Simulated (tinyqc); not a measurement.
Nucleation and growth against temperature: classical nucleation, growth and JMAK kinetics of crystallisation from a melt or glass. Computed by tinyqc, a small Python program. Command: `OMP_NUM_THREADS=1 python tinyqc.py 3012984 3012985 out.jsonl nucl walk`. One thread of a shared host (Intel(R) Xeon(R) Processor @ 2.30GHz), about 0.01 s of CPU time with the checks.

A spherical nucleus cap on a flat wall with a sharp interface of isotropic energy gamma; lambda = Omega^(1/3) is the jump distance.

Inputs (values chosen for the exercise, for a model substance):
```
quantity                        value        unit
melting point T_m                1040           K
heat of melting per volume H      554      J/cm^3
interface energy gamma         0.0829       J/m^2
atomic volume Omega                28  angstrom^3
diffusion prefactor D0        4.1e-06       m^2/s
activation energy Q              1.15          eV
contact angle theta               145     degrees
wall area per volume S_v      5.5e+06         1/m
```

Nucleation: on a flat wall. Driving force: Thompson-Spaepen.

Constants: k_B = 1.380649e-23 J/K; k_B = 8.617333262e-05 eV/K.

Method:
- Driving force per volume: dG = H [(T_m - T)/T_m] [2 T/(T_m + T)].
- Shape factor f = (2 + cos theta)(1 - cos theta)^2/4.
- W(r) = f [4 pi r^2 gamma - (4/3) pi r^3 dG]; r* = 2 gamma/dG; W* = f 16 pi gamma^3/(3 dG^2); n* = f (4/3) pi r*^3/Omega.
- D = D0 exp(-Q/(k_B T)); attachment rate k+ = (A*/lambda^2) D/lambda^2 with A* = 2 pi r*^2 (1 - cos theta); Zeldovich factor Z = sqrt(W*/(3 pi k_B T))/n*; sites per volume N = S_v/lambda^2; I = N Z k+ exp(-W*/(k_B T)); lag time = 1/(4 pi Z^2 k+).
- Growth (Wilson-Frenkel): u = (D/lambda) [1 - exp(-dG Omega/(k_B T))].
- JMAK with steady nucleation and growth, nuclei spread at random: extended fraction X_e = (pi/3) I u^3 t^4, X = 1 - exp(-X_e); t_X = [-3 ln(1 - X)/(pi I u^3)]^(1/4); final grains per volume = Gamma(5/4) (3/pi)^(1/4) (I/u)^(3/4), Gamma(5/4) = 0.9064024771.
- Grain size = (grains per volume)^(-1/3). Rows are kept where W*/(k_B T) < 70.

Rates:
```
T (K)  W*/(k_B T)  I (1/(m^3 s))     u (m/s)  t_0.5 (s)  grain size (micrometre)
520        38.091     1.0324e+12  4.9562e-08     269.39               1.5354e+01
572        37.726     1.4620e+13  4.6379e-07      25.96               1.3843e+01
624        39.188     2.2664e+13  2.9029e-06       5.88               1.9623e+01
676        42.813     3.0059e+12  1.3251e-05       3.12               4.7530e+01
728        49.528     1.4396e+10  4.6805e-05       4.60               2.4769e+02
780        61.447     3.1448e+05  1.3309e-04      30.74               4.7047e+03
```

Among these rows I peaks at 624 K, u at 780 K and the change is fastest at 676 K, between the two. Growth has no barrier W*, so it peaks nearer T_m than nucleation. The grain size goes as (u/I)^(1/4), from 15 micrometre at the lowest T to 4700 at the highest.

Extremes, crossings and ranges named in words are read from the listed rows.
